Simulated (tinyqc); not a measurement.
Extended Hueckel theory, for H4, step by step. One step of it, computed by the program tinyqc.

Task: Orbitals. Solve H C = S C e through S^(-1/2); fill by pairs from the bottom, a degenerate level sharing its electrons equally; each orbital has its largest coefficient positive (the first on a tie).

H (eV), order 1H 1s, 2H 1s, 3H 1s, 4H 1s:
$$\begin{pmatrix}
-13.600000 & -13.344554 & -2.693349 & -0.769947 \\
-13.344554 & -13.600000 & -7.996598 & -2.693349 \\
-2.693349 & -7.996598 & -13.600000 & -13.344554 \\
-0.769947 & -2.693349 & -13.344554 & -13.600000
\end{pmatrix}$$

overlap S, order 1H 1s, 2H 1s, 3H 1s, 4H 1s:
$$\begin{pmatrix}
1.000000 & 0.654145 & 0.132027 & 0.037742 \\
0.654145 & 1.000000 & 0.391990 & 0.132027 \\
0.132027 & 0.391990 & 1.000000 & 0.654145 \\
0.037742 & 0.132027 & 0.654145 & 1.000000
\end{pmatrix}$$

valence electrons = 4

Give: orbital energies; occupations; coefficients; sum of one-electron energies.

Result:

orbital energies (eV): [-17.0349, -15.3120, -3.7736, 8.6859]

occupations: [2.0000, 2.0000, 0.0000, 0.0000]

coefficients, order 1H 1s, 2H 1s, 3H 1s, 4H 1s:
$$\begin{pmatrix}
0.3107 & 0.4971 & 0.8635 & -0.8519 \\
0.3885 & 0.3563 & -0.6906 & 1.1886 \\
0.3885 & -0.3563 & -0.6906 & -1.1886 \\
0.3107 & -0.4971 & 0.8635 & 0.8519
\end{pmatrix}$$

sum of one-electron energies = -64.6938 eV
